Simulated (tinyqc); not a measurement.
Channel length: inversion-layer mobility, back-scattering and ballistic limit of a field-effect transistor. Computed by tinyqc, a small Python program. Command: `OMP_NUM_THREADS=1 python tinyqc.py 3009430 3009431 out.jsonl mos walk`. One thread of a shared host (Intel(R) Xeon(R) Processor @ 2.30GHz), about 0.01 s of CPU time with the checks.

The charge at the top of the source barrier is fixed by the gate; series resistance and short-channel effects are left out. F_j are Fermi integrals normalised to exp(eta) in the classical limit.

Inputs (values chosen for the exercise, modelled on a 4H-SiC n-channel):
```
quantity,value,unit
transport mass m,0.3,m_0
valley degeneracy g_v,3,-
weight w of the inversion charge,0.5,-
permittivity eps,9.7,-
"phonon mobility at 1 MV/cm and 300 K, mu_ph",83,cm^2/(V s)
"roughness mobility at 1 MV/cm, mu_sr",68,cm^2/(V s)
"Coulomb mobility at N_inv = 1e12/cm^2, mu_C",27,cm^2/(V s)
electrical oxide thickness t_inv,2.7,nm
depletion charge N_dep,3.3e+12,1/cm^2
gate overdrive V_G - V_T,0.46,V
drain voltage V_D,0.05,V
exponent a of the critical length,0.68,-
temperature T,200,K
```

Statistics at the top of the barrier: Fermi-Dirac.

Constants: eps_0 = 8.8541878128e-12 F/m; e = 1.602176634e-19 C; m_0 = 9.1093837015e-31 kg; k_B = 1.380649e-23 J/K; hbar = 1.054571817e-34 J s; k_B = 8.617333262e-05 eV/K.

Method:
- N_inv = 3.9 eps_0 (V_G - V_T)/(e t_inv); effective field E_eff = e (N_dep + w N_inv)/(eps eps_0).
- mu_phonon = mu_ph (E_eff/1 MV/cm)^(-0.3) (T/300 K)^(-1.75); mu_rough = mu_sr (E_eff/1 MV/cm)^(-2); mu_Coulomb = mu_C (N_inv/1e12 cm^-2) (T/300 K); Matthiessen's rule adds 1/mu.
- F_j(eta) = (1/Gamma(j + 1)) int_0^infinity x^j/(1 + exp(x - eta)) dx, F_0 = ln(1 + exp(eta)). Integrals over x = E/(k_B T) use 160 Gauss-Legendre points in u = sqrt(x) from 0 to sqrt(max(eta, 0) + 32).
- Ballistic channel: N_2D = g_v m k_B T/(pi hbar^2), U = e V_D/(k_B T); eta_F solves N_inv = (N_2D/2)[F_0(eta_F) + F_0(eta_F - U)]; v_T = sqrt(2 k_B T/(pi m)); I/W = e (N_2D/2) v_T [F_1/2(eta_F) - F_1/2(eta_F - U)]; injection velocity v_T F_1/2(eta_F)/F_0(eta_F).
- Mean free path lambda = (2 k_B T/e)(mu/v_T) F_0(eta_0)/F_-1/2(eta_0), with eta_0 from N_inv = N_2D F_0(eta_0); critical length l = L (1 + U)^(-a), an empirical rule; back-scattering r = l/(l + lambda). Then eta solves N_inv = (N_2D/2)[(1 + r) F_0(eta) + (1 - r) F_0(eta - U)] and I/W = e (N_2D/2) v_T (1 - r)[F_1/2(eta) - F_1/2(eta - U)].
- The last column is the long-channel law e N_inv mu V/L with V = V_D - V_D^2/(2 V_ov) below pinch-off and V_ov/2 above, V_ov = V_G - V_T.

inversion density N_inv = 3.67195e+12 1/cm^2

effective mobility mu = 29.0027 cm^2/(V s)

ballistic current I/W = 459.585 microampere/micrometre

Currents (microampere/micrometre):
```
L (nm),r,I/W,ballistic ratio,long-channel law
5,0.58687,123.65,0.26904,161.35
10,0.73966,71.26,0.15506,80.68
20,0.85035,38.56,0.08391,40.34
40,0.91912,20.11,0.04375,20.17
80,0.95786,10.27,0.02235,10.08
160,0.97847,5.19,0.01130,5.04
400,0.99128,2.09,0.00455,2.02
1000,0.99649,0.84,0.00182,0.81
```

The current scales as L^-1.00 at the long end and as L^-0.80 at the short end, where it reaches 27 % of the ballistic 460. At 1000 nm the model gives 1.04 times the long-channel law. Raising mu by 10 % at 20 nm raises I by 9.1 %.
